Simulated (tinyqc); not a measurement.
Errors against cell size: correction of a charged-defect supercell by a model charge and potential alignment (plane-averaged potentials). Computed by tinyqc, a small Python program. Command: `OMP_NUM_THREADS=1 python tinyqc.py 3113848 3113849 out.jsonl align walk`. One thread of a shared host (Intel(R) Xeon(R) Processor @ 2.30GHz), about 0.01 s of CPU time with the checks.

The "true" defect charge is (1 - x) q in a Gaussian of width sigma plus x q in one of width sigma_t, so the exact answer is known; the correction sees only a single model Gaussian of width sigma_m. A Gaussian of width s has the transform rho(G) = exp(-G^2 s^2/2), normalised to 1. A uniform background cancels q, so G = 0 is left out. Potentials are those felt by a unit positive charge. E_0 is the formation energy of the isolated defect, E_cell its value in the supercell, E_lat = E_iso - E_per of the model charge, C the true less the model potential far from the defect; the exact correction is E_0 - E_cell, and the error of a scheme is E_cell plus its correction less E_0.

Inputs (values chosen for the exercise, with screening close to that of silicon): defect charge q = 1 e; dielectric constant eps = 11.5; edge of the cubic cell L = 14.7 angstrom; width sigma of the true defect charge = 1.1 angstrom; width sigma_m of the model charge = 0.95 angstrom; share x of the charge in a wide tail = 0.32; width sigma_t of the tail = 1.7 angstrom.

Constants: e^2/(4 pi eps_0) = 14.39964548 eV angstrom.

Method:
- Periodic energy E_per = (2 pi q^2/(eps L^3)) (e^2/(4 pi eps_0)) sum_(G != 0) rho(G)^2/G^2, G = (2 pi/L)(n1, n2, n3), |n_i| <= 16. Isolated energy: two Gaussians of charges q_a, q_b and widths a, b interact by q_a q_b (e^2/(4 pi eps_0 eps)) sqrt(2/pi)/sqrt(a^2 + b^2), and the self-energy is half the sum over pairs.
- Plane-averaged potential at distance z from the defect: V(z) = (4 pi q/(eps L^3)) (e^2/(4 pi eps_0 e)) sum_(m != 0) rho(G_m) cos(G_m z)/G_m^2, G_m = 2 pi m/L, |m| <= 40.
- Schemes: none; point-charge term alpha q^2 e^2/(4 pi eps_0 eps 2 L), alpha = 2.837297; E_lat of the model; E_lat - q C with C at z = L/2.

Error against E_0 (meV):
```
L (angstrom)     none  point charge  model charge  model and alignment
10.3          -159.88        12.582        6.0838             0.054879
12.5          -135.07         7.040        3.4042             0.003125
14.7          -116.51         4.328        2.0931             0.000129
17.6           -98.41         2.522        1.2196             0.000001
```

What does the comparison show, and why?

Between the last two rows the uncorrected error scales as L^-0.94 and the point-charge remainder as L^-3.00. With alignment the error is +0.1 meV in the smallest cell and 0.00 meV in the largest.

Extremes, crossings and ranges named in words are read from the listed rows.
